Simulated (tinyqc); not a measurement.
# Bandgap voltage reference from two bipolar transistors: effect of the area ratio of the second transistor

Two transistors of area 1 and N carry the same current I. Is(T) = Is (T/T0)^eta exp[(Vg0 q/kB)(1/T0 - 1/T)], VBE1 = Vt ln(I/Is(T)) + I rb, VBE2 = Vt ln(I/(N Is(T))) + I rb/N. The amplifier forces I R1(T) = VBE1 - VBE2 + Vos, with R(T) = R (1 + tc (T - T0)) for both resistors, and the output is Vref = VBE1 + I R2(T). Base currents and the Early effect are neglected.

Vt = kB T/q; I = (Vt ln N + Vos)/(R1(T) - rb (1 - 1/N)). Box coefficient: span of Vref between 233 and 398 K over its average over T and over 165 K. The last column is the R2 that gives zero slope at T0.

Inputs (values chosen for the exercise); values of the order met in silicon bipolar transistors: reference temperature T0 = 298 K; band-gap voltage extrapolated to 0 K Vg0 = 1.19 V; temperature exponent of the saturation current eta = 4.4; saturation current of the unit transistor at T0 Is = 1.8e-18 A; resistor across which the difference of VBE falls, at T0 R1 = 2.4 kohm; temperature coefficient of both resistors tc = 0 ppm/K; offset of the amplifier Vos = 1.6 mV; series resistance of the unit transistor rb = 0 ohm; output resistor at T0 R2 = 15.35 kohm.

Constants: q = 1.602176634e-19 C, kB = 1.380649e-23 J/K. Results are converted to the units shown.

Results:

| N | I at T0 (uA) | Vref at T0 (V) | slope at T0 (uV/K) | box coefficient (ppm/K) | R2 for zero slope (kohm) |
|---|---|---|---|---|---|
| 2 | 8.083 | 0.8722 | -1401 | 1671 | 71.64 |
| 4 | 15.50 | 1.003 | -959.3 | 987.7 | 34.62 |
| 8 | 22.92 | 1.127 | -542.4 | 498.0 | 22.61 |
| 15 | 29.64 | 1.237 | -173.2 | 151.4 | 17.13 |
| 24 | 34.67 | 1.318 | 99.62 | 65.47 | 14.48 |
| 100 | 49.94 | 1.561 | 918.1 | 574.0 | 9.797 |

Estimate the missing row, N = 48.

Computed row:

| N | I at T0 (uA) | Vref at T0 (V) | slope at T0 (uV/K) | box coefficient (ppm/K) | R2 for zero slope (kohm) |
|---|---|---|---|---|---|
| 48 | 42.09 | 1.437 | 498.6 | 336.1 | 11.76 |

With this row back in the table: As N goes from 2 to 100, Vref rises from 0.8722 to 1.561 V and the box coefficient goes from 1670 through a minimum of 65.5 (at N = 24 among the rows listed) to 574 ppm/K. A larger N needs a smaller R2/R1, which lowers the gain seen by offset and noise.

Computed by the program tinyqc: `OMP_NUM_THREADS=1 python tinyqc.py 2062113 2062114 out.jsonl`, one thread of a shared Intel Xeon 2.30GHz, about 0.02 s for the whole run.
